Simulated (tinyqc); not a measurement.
Quasi-harmonic thermal expansion with mode Grueneisen parameters: one step, computed by the program tinyqc. Command: `OMP_NUM_THREADS=1 python tinyqc.py 3026825 3026826 out.jsonl qha walk`. One thread of a shared host (Intel(R) Xeon(R) Processor @ 2.30GHz), about 0.02 s of CPU time with the checks.

A crystal with two atoms a cell; per atom there are 1 transverse acoustic (TA), 1/2 longitudinal acoustic (LA) and 3/2 optical (O) modes. Every frequency of group i scales as nu_i (V/V0)^(-gamma_i). Each group has one frequency. Static energy: E = (9 V0 B0/16) [y^3 B' + y^2 (2 - 4 y)], y = (V0/V)^(2/3) - 1, with pressure P_s = (3 B0/2) (z^7 - z^5) [1 + (3/4)(B' - 4)(z^2 - 1)], z = (V0/V)^(1/3).

Question. Grueneisen's estimate. gamma_th = sum gamma_i C_i / sum C_i; volume expansion coefficient alpha_V = gamma_th C k_B/(B0 V0); linear coefficient alpha_V/3; first-order volume change P_ph/B0.

Inputs (values chosen for the exercise, modelled on diamond): static volume V0 = 5.67 angstrom^3/atom; static bulk modulus B0 = 459 GPa; temperature T = 120 K.

Acoustic groups: Einstein.

Groups:
```
group,h nu_i/(k_B T),U_i (meV),C_i (k_B),gamma_i C_i (k_B)
TA,8.318688,43.03193,0.01688734,0.006248316
LA,12.35805,31.94831,3.279747e-04,3.050165e-04
O,13.95780,108.2513,2.534726e-04,2.788198e-04
```

phonon pressure at V0 = 4.654229 GPa

Constants: k_B = 8.617333262e-05 eV/K; 1 eV/angstrom^3 = 160.2176634 GPa.

Give: heat capacity C at V0; gamma_th at V0; linear expansion, Grueneisen estimate; first-order volume change.

Answer.

heat capacity C at V0 = 0.01747 k_B/atom

gamma_th at V0 = 0.3911

linear expansion, Grueneisen estimate = 0.01208 ppm/K

first-order volume change = 1.014 %
